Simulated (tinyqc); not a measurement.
# Thermoelectric coefficients with energy filtering, Landauer integrals: effects of single changes

Bulk parabolic band, x = (E - Ec)/kB T, C = hbar^2/(2 m0), kB T in eV. Modes per area gv m kB T x/(4 pi C) times the back-scattering length l0 x^rr give the transport function s0 X(x), s0 = (2 q^2/h) gv m kB T l0/(4 pi C), X = x^(1 + rr), multiplied by tb for x < xb. I_k = int X (x - eta)^k w dx, w = 1/(4 cosh^2((x - eta)/2)).

Inputs (values chosen for the exercise):
- T = 200 K (temperature)
- m = 1.1 m0 (mass of one valley)
- gv = 6 (valleys)
- l0 = 1.2 nm (back-scattering length at x = 1)
- rr = 1 (energy exponent of that length)
- kL = 0.32 W/(m K) (lattice thermal conductivity)
- eta = 6.7 (reduced Fermi level (EF - Ec)/kB T)
- xb = 8.5 (barrier height over kB T, above Ec)
- tb = 0.2 (share of the transport function left below the barrier)

Constants: q = 1.602176634e-19 C, kB = 1.380649e-23 J/K, hbar = 1.054571817e-34 J s, h = 6.62607015e-34 J s, m0 = 9.1093837015e-31 kg, Vt = kB T/q, hbar^2/(2 m0) = 0.0380998212 eV nm^2. Results are converted to the units shown.

Each table varies one quantity; the others keep the values above.

## Effect of the Fermi level

sigma = s0 I_0, S = -(kB/q) I_1/I_0, Lorenz number L = (kB/q)^2 [I_2/I_0 - (I_1/I_0)^2], kappa_e = L sigma T. Power factor S^2 sigma, ZT = S^2 sigma T/(kappa_e + kL). The integrals are converged.

Results:
```
eta   sigma (S/cm)  S (uV/K)  kappa_e (W/(m K))  power factor (mW/(m K^2))      ZT
3.5          791.9    -185.9             0.6445                      2.736  0.5672
4.3           1200    -183.6             0.9784                      4.046  0.6232
5.1           1817    -185.8              1.392                      6.273  0.7326
5.9           2807    -186.4              1.851                      9.748  0.8982
6.7           4455    -178.3              2.340                      14.16   1.065
7.5           7125    -158.2              2.969                      17.84   1.085
8.3        1.098e4    -130.1              3.997                      18.57  0.8605
9.1        1.564e4    -101.7              5.638                      16.18  0.5431
10.7       2.502e4    -63.90              10.37                      10.22  0.1910
11.5       2.946e4    -54.17              12.98                      8.647  0.1301
```

Estimate the missing row, eta = 9.9.

Computed row:
```
eta  sigma (S/cm)  S (uV/K)  kappa_e (W/(m K))  power factor (mW/(m K^2))      ZT
9.9       2.043e4    -79.22              7.850                      12.82  0.3139
```

With this row back in the table: sigma rises from 792 to 29500 S/cm, and S moves up and down between -186 and -54.2 uV/K. Among the rows the power factor is largest at eta = 8.3 and ZT, 1.08, at eta = 7.5, where S = -158 uV/K. ZT peaks at a lower eta than the power factor because kappa_e grows with sigma.

## Effect of the barrier height

Same model as above.

Effect of the barrier height:
```
xb    sigma (S/cm)  S (uV/K)  kappa_e (W/(m K))  power factor (mW/(m K^2))       ZT
2.7          10630   -79.412             4.9524                     6.7038  0.25430
3.7          10574   -81.383             4.7966                     7.0034  0.27375
4.7          10342   -87.842             4.4011                     7.9799  0.33806
5.7         9609.9   -103.84             3.6977                     10.362  0.51580
6.7         8027.0   -132.03             2.9041                     13.993  0.86799
7.7         5918.5   -163.62             2.4286                     15.846   1.1530
8.7         4159.5   -179.32             2.3383                     13.374   1.0062
9.7         3101.0   -168.51             2.2971                     8.8052  0.67290
10.7        2567.4   -141.95             2.0801                     5.1730  0.43107
```

sigma falls from 10600 to 2570 S/cm, |S| goes from 79.4 through a maximum of 179 (at xb = 8.7 among the rows listed) to 142 uV/K, and the power factor goes from 6.70 through a maximum of 15.8 (at xb = 7.7 among the rows listed) to 5.17 mW/(m K^2). Without a barrier the power factor at this eta = 6.7 is 6.62; the best row is 2.39 times that. States below the Fermi level add to sigma but subtract from |S|, and the barrier removes them.

Range of the model: Parabolic bands, elastic scattering and a fixed kL make these model figures, not those of a material.

tinyqc, about 0.02 s, one thread, Intel Xeon 2.30GHz (shared host): `OMP_NUM_THREADS=1 python tinyqc.py 2800041 2800042 out.jsonl`
